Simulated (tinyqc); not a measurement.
Inside a calculation (part 1 of 2). Method: UHF in the sto-6g basis, for Be, spin multiplicity 1. This run ends on a higher stationary point, not on the lowest solution. Computed by tinyqc, a small Python program that keeps every step (integrals from PySCF). Settings: charge = 0, multiplicity = 1, basis = sto-6g, energy threshold = 1e-09, iteration cap = 75, orthogonalisation = symmetric, start = Wolfsberg-Helmholz matrix, DIIS depth = 0, method = UHF, break = 0.4. Command: `OMP_NUM_THREADS=1 python tinyqc.py 23021 23022 out.jsonl` (the two numbers bound the seeds that draw the settings). One thread of a shared host (Intel(R) Xeon(R) Processor @ 2.60GHz), about 0.06 s of CPU time with the checks. Later iterations appear only in the table of the cycle.

## One-electron integrals

Geometry (angstrom):
```
atom,x,y,z
Be,0.000000,0.000000,0.000000
```

Basis sto-6g: exponents (1/bohr^2) and contraction coefficients of normalised primitives:
```
element,l (shell),exponent,coefficient
Be,s (1),312.870494,0.009164
Be,s (1),57.364463,0.049361
Be,s (1),16.048509,0.168538
Be,s (1),5.513096,0.370563
Be,s (1),2.140897,0.416492
Be,s (1),0.881739,0.130334
Be,s (2),13.633247,-0.013253
Be,s (2),2.698375,-0.046992
Be,s (2),0.838653,-0.033785
Be,s (2),0.322660,0.250242
Be,s (2),0.140131,0.595117
Be,s (2),0.064233,0.240706
Be,p (3),13.633247,0.003760
Be,p (3),2.698375,0.037679
Be,p (3),0.838653,0.173897
Be,p (3),0.322660,0.418036
Be,p (3),0.140131,0.425860
Be,p (3),0.064233,0.101708
```

Overlap, kinetic and nuclear-attraction integrals over the contracted functions; the nuclear repulsion is the sum of Za Zb / Rab.

nuclear repulsion = 0 hartree

overlap S, lower triangle:
```
,1Be 1s,1Be 2s,1Be 2px,1Be 2py,1Be 2pz
1Be 1s,1.000000
1Be 2s,0.254764,1.000000
1Be 2px,0.000000,0.000000,1.000000
1Be 2py,0.000000,0.000000,0.000000,1.000000
1Be 2pz,0.000000,0.000000,0.000000,0.000000,1.000000
```

kinetic energy T (hartree), lower triangle:
```
,1Be 1s,1Be 2s,1Be 2px,1Be 2py,1Be 2pz
1Be 1s,6.768753
1Be 2s,-0.207382,0.220121
1Be 2px,0.000000,0.000000,0.661265
1Be 2py,0.000000,0.000000,0.000000,0.661265
1Be 2pz,0.000000,0.000000,0.000000,0.000000,0.661265
```

nuclear attraction V (hartree), lower triangle:
```
,1Be 1s,1Be 2s,1Be 2px,1Be 2py,1Be 2pz
1Be 1s,-14.714791
1Be 2s,-1.650733,-2.300087
1Be 2px,0.000000,0.000000,-2.299985
1Be 2py,0.000000,0.000000,0.000000,-2.299985
1Be 2pz,0.000000,0.000000,0.000000,0.000000,-2.299985
```

core Hamiltonian H = T + V (hartree), lower triangle:
```
,1Be 1s,1Be 2s,1Be 2px,1Be 2py,1Be 2pz
1Be 1s,-7.946038
1Be 2s,-1.858116,-2.079966
1Be 2px,0.000000,0.000000,-1.638720
1Be 2py,0.000000,0.000000,0.000000,-1.638720
1Be 2pz,0.000000,0.000000,0.000000,0.000000,-1.638720
```

## Two-electron integrals

Functions are numbered as in S; the eight-fold symmetry (ij|kl) = (ji|kl) = (kl|ij) leaves the list below.

Two-electron integrals (ij|kl) in chemists' order, unique and non-zero (hartree):
```
i,j,k,l,(ij|kl)
1,1,1,1,2.299996
2,1,1,1,0.361879
2,1,2,1,0.071926
2,2,1,1,0.570332
2,2,2,1,0.139654
2,2,2,2,0.417773
3,1,3,1,0.015252
3,2,3,1,0.022555
3,2,3,2,0.092340
3,3,1,1,0.570332
3,3,2,1,0.139654
3,3,2,2,0.417773
3,3,3,3,0.450117
4,1,4,1,0.015252
4,2,4,1,0.022555
4,2,4,2,0.092340
4,3,4,3,0.024258
4,4,1,1,0.570332
4,4,2,1,0.139654
4,4,2,2,0.417773
4,4,3,3,0.401601
4,4,4,4,0.450117
5,1,5,1,0.015252
5,2,5,1,0.022555
5,2,5,2,0.092340
5,3,5,3,0.024258
5,4,5,4,0.024258
5,5,1,1,0.570332
5,5,2,1,0.139654
5,5,2,2,0.417773
5,5,3,3,0.401601
5,5,4,4,0.401601
5,5,5,5,0.450117
```

## Orthogonalisation

S = U s U^T; symmetric (Loewdin) form X = U s^(-1/2) U^T, so that X^T S X = 1.

eigenvalues of S: 0.745236  1.000000  1.000000  1.000000  1.254764

X, lower triangle:
```
,1Be 1s,1Be 2s,1Be 2px,1Be 2py,1Be 2pz
1Be 1s,1.025557
1Be 2s,-0.132829,1.025557
1Be 2px,0.000000,0.000000,1.000000
1Be 2py,0.000000,0.000000,0.000000,1.000000
1Be 2pz,0.000000,0.000000,0.000000,0.000000,1.000000
```

## Starting guess

The start is the generalised Wolfsberg-Helmholz matrix (K = 1.75) built on H, with HOMO and LUMO mixed by +/-0.4 rad for the two spins; D(s) = C_occ C_occ^T for each spin.

D(alpha) at the start, lower triangle:
```
,1Be 1s,1Be 2s,1Be 2px,1Be 2py,1Be 2pz
1Be 1s,0.980998
1Be 2s,0.034862,0.001239
1Be 2px,0.000000,0.000000,0.848353
1Be 2py,0.000000,0.000000,0.358678,0.151647
1Be 2pz,0.000000,0.000000,0.000000,0.000000,0.000000
```

D(beta) at the start, lower triangle:
```
,1Be 1s,1Be 2s,1Be 2px,1Be 2py,1Be 2pz
1Be 1s,0.980998
1Be 2s,0.034862,0.001239
1Be 2px,0.000000,0.000000,0.848353
1Be 2py,0.000000,0.000000,-0.358678,0.151647
1Be 2pz,0.000000,0.000000,0.000000,0.000000,0.000000
```

## Iteration 1: building the Fock matrix

J_ij = sum D_kl (ij|kl) with D = D(alpha) + D(beta), K_ij = sum D_kl (ik|jl) for each spin; F = H + J - K(s); E = tr D H + tr D J / 2 - 0.5 sum_s tr D(s) K(s) + E_nn.

Coulomb J (hartree), lower triangle:
```
,1Be 1s,1Be 2s,1Be 2px,1Be 2py,1Be 2pz
1Be 1s,5.705123
1Be 2s,0.999689,1.975044
1Be 2px,0.000000,0.000000,2.025018
1Be 2py,0.000000,0.000000,0.000000,1.957415
1Be 2pz,0.000000,0.000000,0.000000,0.000000,1.942701
```

exchange K(alpha) (hartree), lower triangle:
```
,1Be 1s,1Be 2s,1Be 2px,1Be 2py,1Be 2pz
1Be 1s,2.296863
1Be 2s,0.400121,0.173154
1Be 2px,0.000000,0.000000,0.402185
1Be 2py,0.000000,0.000000,0.152746,0.105487
1Be 2pz,0.000000,0.000000,0.000000,0.000000,0.040907
```

exchange K(beta) (hartree), lower triangle:
```
,1Be 1s,1Be 2s,1Be 2px,1Be 2py,1Be 2pz
1Be 1s,2.296863
1Be 2s,0.400121,0.173154
1Be 2px,0.000000,0.000000,0.402185
1Be 2py,0.000000,0.000000,-0.152746,0.105487
1Be 2pz,0.000000,0.000000,0.000000,0.000000,0.040907
```

F(alpha) (hartree), lower triangle:
```
,1Be 1s,1Be 2s,1Be 2px,1Be 2py,1Be 2pz
1Be 1s,-4.537779
1Be 2s,-1.258547,-0.278076
1Be 2px,0.000000,0.000000,-0.015887
1Be 2py,0.000000,0.000000,-0.152746,0.213209
1Be 2pz,0.000000,0.000000,0.000000,0.000000,0.263074
```

F(beta) (hartree), lower triangle:
```
,1Be 1s,1Be 2s,1Be 2px,1Be 2py,1Be 2pz
1Be 1s,-4.537779
1Be 2s,-1.258547,-0.278076
1Be 2px,0.000000,0.000000,-0.015887
1Be 2py,0.000000,0.000000,0.152746,0.213209
1Be 2pz,0.000000,0.000000,0.000000,0.000000,0.263074
```

total energy of this density = -14.19626493 hartree

## Iteration 1: diagonalisation and new density

Diagonalise F' = X^T F X, C = X C', fill 2 alpha and 2 beta electrons from the bottom; D(s) = C_occ C_occ^T. Each column has its largest component positive (the first on a tie).

F' = X^T F X (alpha) (hartree), lower triangle:
```
,1,2,3,4,5
1,-4.434701
2,-0.689869,-0.029646
3,0.000000,0.000000,-0.015887
4,0.000000,0.000000,-0.152746,0.213209
5,0.000000,0.000000,0.000000,0.000000,0.263074
```

orbital energies (alpha) (hartree): MO1 -4.540213, MO2 -0.092265, MO3 0.075866, MO4 0.263074, MO5 0.289586

coefficients C (alpha):
```
,MO1,MO2,MO3,MO4,MO5
1Be 1s,0.993686,0.000000,-0.286353,0.000000,0.000000
1Be 2s,0.023749,0.000000,1.033850,0.000000,0.000000
1Be 2px,0.000000,0.894416,0.000000,0.000000,-0.447235
1Be 2py,0.000000,0.447235,0.000000,0.000000,0.894416
1Be 2pz,0.000000,0.000000,0.000000,1.000000,0.000000
```

F' = X^T F X (beta) (hartree), lower triangle:
```
,1,2,3,4,5
1,-4.434701
2,-0.689869,-0.029646
3,0.000000,0.000000,-0.015887
4,0.000000,0.000000,0.152746,0.213209
5,0.000000,0.000000,0.000000,0.000000,0.263074
```

orbital energies (beta) (hartree): MO1 -4.540213, MO2 -0.092265, MO3 0.075866, MO4 0.263074, MO5 0.289586

coefficients C (beta):
```
,MO1,MO2,MO3,MO4,MO5
1Be 1s,0.993686,0.000000,-0.286353,0.000000,0.000000
1Be 2s,0.023749,0.000000,1.033850,0.000000,0.000000
1Be 2px,0.000000,0.894416,0.000000,0.000000,0.447235
1Be 2py,0.000000,-0.447235,0.000000,0.000000,0.894416
1Be 2pz,0.000000,0.000000,0.000000,1.000000,0.000000
```

D(alpha) after iteration 1, lower triangle:
```
,1Be 1s,1Be 2s,1Be 2px,1Be 2py,1Be 2pz
1Be 1s,0.987412
1Be 2s,0.023599,0.000564
1Be 2px,0.000000,0.000000,0.799981
1Be 2py,0.000000,0.000000,0.400015,0.200019
1Be 2pz,0.000000,0.000000,0.000000,0.000000,0.000000
```

D(beta) after iteration 1, lower triangle:
```
,1Be 1s,1Be 2s,1Be 2px,1Be 2py,1Be 2pz
1Be 1s,0.987412
1Be 2s,0.023599,0.000564
1Be 2px,0.000000,0.000000,0.799981
1Be 2py,0.000000,0.000000,-0.400015,0.200019
1Be 2pz,0.000000,0.000000,0.000000,0.000000,0.000000
```

## Iteration 2: building the Fock matrix

As before.

Coulomb J (hartree), lower triangle:
```
,1Be 1s,1Be 2s,1Be 2px,1Be 2py,1Be 2pz
1Be 1s,5.717553
1Be 2s,1.000902,1.975504
1Be 2px,0.000000,0.000000,2.020785
1Be 2py,0.000000,0.000000,0.000000,1.962569
1Be 2pz,0.000000,0.000000,0.000000,0.000000,1.943161
```

exchange K(alpha) (hartree), lower triangle:
```
,1Be 1s,1Be 2s,1Be 2px,1Be 2py,1Be 2pz
1Be 1s,2.303415
1Be 2s,0.395114,0.170187
1Be 2px,0.000000,0.000000,0.381113
1Be 2py,0.000000,0.000000,0.170350,0.125614
1Be 2pz,0.000000,0.000000,0.000000,0.000000,0.040434
```

exchange K(beta) (hartree), lower triangle:
```
,1Be 1s,1Be 2s,1Be 2px,1Be 2py,1Be 2pz
1Be 1s,2.303415
1Be 2s,0.395114,0.170187
1Be 2px,0.000000,0.000000,0.381113
1Be 2py,0.000000,0.000000,-0.170350,0.125614
1Be 2pz,0.000000,0.000000,0.000000,0.000000,0.040434
```

F(alpha) (hartree), lower triangle:
```
,1Be 1s,1Be 2s,1Be 2px,1Be 2py,1Be 2pz
1Be 1s,-4.531900
1Be 2s,-1.252327,-0.274649
1Be 2px,0.000000,0.000000,0.000952
1Be 2py,0.000000,0.000000,-0.170350,0.198235
1Be 2pz,0.000000,0.000000,0.000000,0.000000,0.264007
```

F(beta) (hartree), lower triangle:
```
,1Be 1s,1Be 2s,1Be 2px,1Be 2py,1Be 2pz
1Be 1s,-4.531900
1Be 2s,-1.252327,-0.274649
1Be 2px,0.000000,0.000000,0.000952
1Be 2py,0.000000,0.000000,0.170350,0.198235
1Be 2pz,0.000000,0.000000,0.000000,0.000000,0.264007
```

total energy of this density = -14.20358839 hartree

## Iteration 2: diagonalisation and new density

As before.

F' = X^T F X (alpha) (hartree), lower triangle:
```
,1,2,3,4,5
1,-4.430152
2,-0.684485,-0.027632
3,0.000000,0.000000,0.000952
4,0.000000,0.000000,-0.170350,0.198235
5,0.000000,0.000000,0.000000,0.000000,0.264007
```

orbital energies (alpha) (hartree): MO1 -4.534118, MO2 -0.097255, MO3 0.076333, MO4 0.264007, MO5 0.296442

coefficients C (alpha):
```
,MO1,MO2,MO3,MO4,MO5
1Be 1s,0.993981,0.000000,-0.285327,0.000000,0.000000
1Be 2s,0.022681,0.000000,1.033874,0.000000,0.000000
1Be 2px,0.000000,0.866344,0.000000,0.000000,-0.499447
1Be 2py,0.000000,0.499447,0.000000,0.000000,0.866344
1Be 2pz,0.000000,0.000000,0.000000,1.000000,0.000000
```

F' = X^T F X (beta) (hartree), lower triangle:
```
,1,2,3,4,5
1,-4.430152
2,-0.684485,-0.027632
3,0.000000,0.000000,0.000952
4,0.000000,0.000000,0.170350,0.198235
5,0.000000,0.000000,0.000000,0.000000,0.264007
```

orbital energies (beta) (hartree): MO1 -4.534118, MO2 -0.097255, MO3 0.076333, MO4 0.264007, MO5 0.296442

coefficients C (beta):
```
,MO1,MO2,MO3,MO4,MO5
1Be 1s,0.993981,0.000000,-0.285327,0.000000,0.000000
1Be 2s,0.022681,0.000000,1.033874,0.000000,0.000000
1Be 2px,0.000000,0.866344,0.000000,0.000000,0.499447
1Be 2py,0.000000,-0.499447,0.000000,0.000000,0.866344
1Be 2pz,0.000000,0.000000,0.000000,1.000000,0.000000
```

D(alpha) after iteration 2, lower triangle:
```
,1Be 1s,1Be 2s,1Be 2px,1Be 2py,1Be 2pz
1Be 1s,0.987998
1Be 2s,0.022545,0.000514
1Be 2px,0.000000,0.000000,0.750553
1Be 2py,0.000000,0.000000,0.432693,0.249447
1Be 2pz,0.000000,0.000000,0.000000,0.000000,0.000000
```

D(beta) after iteration 2, lower triangle:
```
,1Be 1s,1Be 2s,1Be 2px,1Be 2py,1Be 2pz
1Be 1s,0.987998
1Be 2s,0.022545,0.000514
1Be 2px,0.000000,0.000000,0.750553
1Be 2py,0.000000,0.000000,-0.432693,0.249447
1Be 2pz,0.000000,0.000000,0.000000,0.000000,0.000000
```

## Iteration 3: building the Fock matrix

As before.

Coulomb J (hartree), lower triangle:
```
,1Be 1s,1Be 2s,1Be 2px,1Be 2py,1Be 2pz
1Be 1s,5.718669
1Be 2s,1.001010,1.975543
1Be 2px,0.000000,0.000000,2.016027
1Be 2py,0.000000,0.000000,0.000000,1.967404
1Be 2pz,0.000000,0.000000,0.000000,0.000000,1.943200
```

exchange K(alpha) (hartree), lower triangle:
```
,1Be 1s,1Be 2s,1Be 2px,1Be 2py,1Be 2pz
1Be 1s,2.303998
1Be 2s,0.394642,0.169915
1Be 2px,0.000000,0.000000,0.360020
1Be 2py,0.000000,0.000000,0.184266,0.146620
1Be 2pz,0.000000,0.000000,0.000000,0.000000,0.040391
```

exchange K(beta) (hartree), lower triangle:
```
,1Be 1s,1Be 2s,1Be 2px,1Be 2py,1Be 2pz
1Be 1s,2.303998
1Be 2s,0.394642,0.169915
1Be 2px,0.000000,0.000000,0.360020
1Be 2py,0.000000,0.000000,-0.184266,0.146620
1Be 2pz,0.000000,0.000000,0.000000,0.000000,0.040391
```

F(alpha) (hartree), lower triangle:
```
,1Be 1s,1Be 2s,1Be 2px,1Be 2py,1Be 2pz
1Be 1s,-4.531367
1Be 2s,-1.251748,-0.274337
1Be 2px,0.000000,0.000000,0.017287
1Be 2py,0.000000,0.000000,-0.184266,0.182064
1Be 2pz,0.000000,0.000000,0.000000,0.000000,0.264089
```

F(beta) (hartree), lower triangle:
```
,1Be 1s,1Be 2s,1Be 2px,1Be 2py,1Be 2pz
1Be 1s,-4.531367
1Be 2s,-1.251748,-0.274337
1Be 2px,0.000000,0.000000,0.017287
1Be 2py,0.000000,0.000000,0.184266,0.182064
1Be 2pz,0.000000,0.000000,0.000000,0.000000,0.264089
```

total energy of this density = -14.20887992 hartree

## Iteration 3: diagonalisation and new density

As before.

F' = X^T F X (alpha) (hartree), lower triangle:
```
,1,2,3,4,5
1,-4.429743
2,-0.683981,-0.027453
3,0.000000,0.000000,0.017287
4,0.000000,0.000000,-0.184266,0.182064
5,0.000000,0.000000,0.000000,0.000000,0.264089
```

orbital energies (alpha) (hartree): MO1 -4.533565, MO2 -0.102171, MO3 0.076368, MO4 0.264089, MO5 0.301522

coefficients C (alpha):
```
,MO1,MO2,MO3,MO4,MO5
1Be 1s,0.994009,0.000000,-0.285231,0.000000,0.000000
1Be 2s,0.022581,0.000000,1.033876,0.000000,0.000000
1Be 2px,0.000000,0.839099,0.000000,0.000000,-0.543978
1Be 2py,0.000000,0.543978,0.000000,0.000000,0.839099
1Be 2pz,0.000000,0.000000,0.000000,1.000000,0.000000
```

F' = X^T F X (beta) (hartree), lower triangle:
```
,1,2,3,4,5
1,-4.429743
2,-0.683981,-0.027453
3,0.000000,0.000000,0.017287
4,0.000000,0.000000,0.184266,0.182064
5,0.000000,0.000000,0.000000,0.000000,0.264089
```

orbital energies (beta) (hartree): MO1 -4.533565, MO2 -0.102171, MO3 0.076368, MO4 0.264089, MO5 0.301522

coefficients C (beta):
```
,MO1,MO2,MO3,MO4,MO5
1Be 1s,0.994009,0.000000,-0.285231,0.000000,0.000000
1Be 2s,0.022581,0.000000,1.033876,0.000000,0.000000
1Be 2px,0.000000,0.839099,0.000000,0.000000,0.543978
1Be 2py,0.000000,-0.543978,0.000000,0.000000,0.839099
1Be 2pz,0.000000,0.000000,0.000000,1.000000,0.000000
```

D(alpha) after iteration 3, lower triangle:
```
,1Be 1s,1Be 2s,1Be 2px,1Be 2py,1Be 2pz
1Be 1s,0.988053
1Be 2s,0.022446,0.000510
1Be 2px,0.000000,0.000000,0.704087
1Be 2py,0.000000,0.000000,0.456452,0.295913
1Be 2pz,0.000000,0.000000,0.000000,0.000000,0.000000
```

D(beta) after iteration 3, lower triangle:
```
,1Be 1s,1Be 2s,1Be 2px,1Be 2py,1Be 2pz
1Be 1s,0.988053
1Be 2s,0.022446,0.000510
1Be 2px,0.000000,0.000000,0.704087
1Be 2py,0.000000,0.000000,-0.456452,0.295913
1Be 2pz,0.000000,0.000000,0.000000,0.000000,0.000000
```

## Iteration 4: building the Fock matrix

As before.

Coulomb J (hartree), lower triangle:
```
,1Be 1s,1Be 2s,1Be 2px,1Be 2py,1Be 2pz
1Be 1s,5.718774
1Be 2s,1.001020,1.975547
1Be 2px,0.000000,0.000000,2.011523
1Be 2py,0.000000,0.000000,0.000000,1.971917
1Be 2pz,0.000000,0.000000,0.000000,0.000000,1.943204
```

exchange K(alpha) (hartree), lower triangle:
```
,1Be 1s,1Be 2s,1Be 2px,1Be 2py,1Be 2pz
1Be 1s,2.304052
1Be 2s,0.394598,0.169889
1Be 2px,0.000000,0.000000,0.340229
1Be 2py,0.000000,0.000000,0.194384,0.166404
1Be 2pz,0.000000,0.000000,0.000000,0.000000,0.040387
```

exchange K(beta) (hartree), lower triangle:
```
,1Be 1s,1Be 2s,1Be 2px,1Be 2py,1Be 2pz
1Be 1s,2.304052
1Be 2s,0.394598,0.169889
1Be 2px,0.000000,0.000000,0.340229
1Be 2py,0.000000,0.000000,-0.194384,0.166404
1Be 2pz,0.000000,0.000000,0.000000,0.000000,0.040387
```

F(alpha) (hartree), lower triangle:
```
,1Be 1s,1Be 2s,1Be 2px,1Be 2py,1Be 2pz
1Be 1s,-4.531317
1Be 2s,-1.251694,-0.274308
1Be 2px,0.000000,0.000000,0.032574
1Be 2py,0.000000,0.000000,-0.194384,0.166793
1Be 2pz,0.000000,0.000000,0.000000,0.000000,0.264097
```

F(beta) (hartree), lower triangle:
```
,1Be 1s,1Be 2s,1Be 2px,1Be 2py,1Be 2pz
1Be 1s,-4.531317
1Be 2s,-1.251694,-0.274308
1Be 2px,0.000000,0.000000,0.032574
1Be 2py,0.000000,0.000000,0.194384,0.166793
1Be 2pz,0.000000,0.000000,0.000000,0.000000,0.264097
```

total energy of this density = -14.21297960 hartree

## Iteration 4: diagonalisation and new density

As before.

F' = X^T F X (alpha) (hartree), lower triangle:
```
,1,2,3,4,5
1,-4.429705
2,-0.683933,-0.027436
3,0.000000,0.000000,0.032574
4,0.000000,0.000000,-0.194384,0.166793
5,0.000000,0.000000,0.000000,0.000000,0.264097
```

orbital energies (alpha) (hartree): MO1 -4.533513, MO2 -0.105959, MO3 0.076372, MO4 0.264097, MO5 0.305326

coefficients C (alpha):
```
,MO1,MO2,MO3,MO4,MO5
1Be 1s,0.994011,0.000000,-0.285222,0.000000,0.000000
1Be 2s,0.022572,0.000000,1.033876,0.000000,0.000000
1Be 2px,0.000000,0.814353,0.000000,0.000000,-0.580370
1Be 2py,0.000000,0.580370,0.000000,0.000000,0.814353
1Be 2pz,0.000000,0.000000,0.000000,1.000000,0.000000
```

F' = X^T F X (beta) (hartree), lower triangle:
```
,1,2,3,4,5
1,-4.429705
2,-0.683933,-0.027436
3,0.000000,0.000000,0.032574
4,0.000000,0.000000,0.194384,0.166793
5,0.000000,0.000000,0.000000,0.000000,0.264097
```

orbital energies (beta) (hartree): MO1 -4.533513, MO2 -0.105959, MO3 0.076372, MO4 0.264097, MO5 0.305326

coefficients C (beta):
```
,MO1,MO2,MO3,MO4,MO5
1Be 1s,0.994011,0.000000,-0.285222,0.000000,0.000000
1Be 2s,0.022572,0.000000,1.033876,0.000000,0.000000
1Be 2px,0.000000,0.814353,0.000000,0.000000,0.580370
1Be 2py,0.000000,-0.580370,0.000000,0.000000,0.814353
1Be 2pz,0.000000,0.000000,0.000000,1.000000,0.000000
```

D(alpha) after iteration 4, lower triangle:
```
,1Be 1s,1Be 2s,1Be 2px,1Be 2py,1Be 2pz
1Be 1s,0.988058
1Be 2s,0.022436,0.000509
1Be 2px,0.000000,0.000000,0.663170
1Be 2py,0.000000,0.000000,0.472626,0.336830
1Be 2pz,0.000000,0.000000,0.000000,0.000000,0.000000
```

D(beta) after iteration 4, lower triangle:
```
,1Be 1s,1Be 2s,1Be 2px,1Be 2py,1Be 2pz
1Be 1s,0.988058
1Be 2s,0.022436,0.000509
1Be 2px,0.000000,0.000000,0.663170
1Be 2py,0.000000,0.000000,-0.472626,0.336830
1Be 2pz,0.000000,0.000000,0.000000,0.000000,0.000000
```

## Iteration 35 (converged): orbitals

converged F(alpha) (hartree), lower triangle:
```
,1Be 1s,1Be 2s,1Be 2px,1Be 2py,1Be 2pz
1Be 1s,-4.531311
1Be 2s,-1.251688,-0.274305
1Be 2px,0.000000,0.000000,0.099660
1Be 2py,0.000000,0.000000,-0.212929,0.099708
1Be 2pz,0.000000,0.000000,0.000000,0.000000,0.264098
```

converged F(beta) (hartree), lower triangle:
```
,1Be 1s,1Be 2s,1Be 2px,1Be 2py,1Be 2pz
1Be 1s,-4.531311
1Be 2s,-1.251688,-0.274305
1Be 2px,0.000000,0.000000,0.099660
1Be 2py,0.000000,0.000000,0.212929,0.099708
1Be 2pz,0.000000,0.000000,0.000000,0.000000,0.264098
```

As before.

F' = X^T F X (alpha) (hartree), lower triangle:
```
,1,2,3,4,5
1,-4.429701
2,-0.683929,-0.027434
3,0.000000,0.000000,0.099660
4,0.000000,0.000000,-0.212929,0.099708
5,0.000000,0.000000,0.000000,0.000000,0.264098
```

orbital energies (alpha) (hartree): MO1 -4.533507, MO2 -0.113245, MO3 0.076372, MO4 0.264098, MO5 0.312613

coefficients C (alpha):
```
,MO1,MO2,MO3,MO4,MO5
1Be 1s,0.994012,0.000000,-0.285221,0.000000,0.000000
1Be 2s,0.022571,0.000000,1.033876,0.000000,0.000000
1Be 2px,0.000000,0.707147,0.000000,0.000000,-0.707066
1Be 2py,0.000000,0.707066,0.000000,0.000000,0.707147
1Be 2pz,0.000000,0.000000,0.000000,1.000000,0.000000
```

F' = X^T F X (beta) (hartree), lower triangle:
```
,1,2,3,4,5
1,-4.429701
2,-0.683929,-0.027434
3,0.000000,0.000000,0.099660
4,0.000000,0.000000,0.212929,0.099708
5,0.000000,0.000000,0.000000,0.000000,0.264098
```

orbital energies (beta) (hartree): MO1 -4.533507, MO2 -0.113245, MO3 0.076372, MO4 0.264098, MO5 0.312613

coefficients C (beta):
```
,MO1,MO2,MO3,MO4,MO5
1Be 1s,0.994012,0.000000,-0.285221,0.000000,0.000000
1Be 2s,0.022571,0.000000,1.033876,0.000000,0.000000
1Be 2px,0.000000,0.707147,0.000000,0.000000,0.707066
1Be 2py,0.000000,-0.707066,0.000000,0.000000,0.707147
1Be 2pz,0.000000,0.000000,0.000000,1.000000,0.000000
```

D(alpha) after iteration 35, lower triangle:
```
,1Be 1s,1Be 2s,1Be 2px,1Be 2py,1Be 2pz
1Be 1s,0.988059
1Be 2s,0.022436,0.000509
1Be 2px,0.000000,0.000000,0.500057
1Be 2py,0.000000,0.000000,0.500000,0.499943
1Be 2pz,0.000000,0.000000,0.000000,0.000000,0.000000
```

D(beta) after iteration 35, lower triangle:
```
,1Be 1s,1Be 2s,1Be 2px,1Be 2py,1Be 2pz
1Be 1s,0.988059
1Be 2s,0.022436,0.000509
1Be 2px,0.000000,0.000000,0.500057
1Be 2py,0.000000,0.000000,-0.500000,0.499943
1Be 2pz,0.000000,0.000000,0.000000,0.000000,0.000000
```
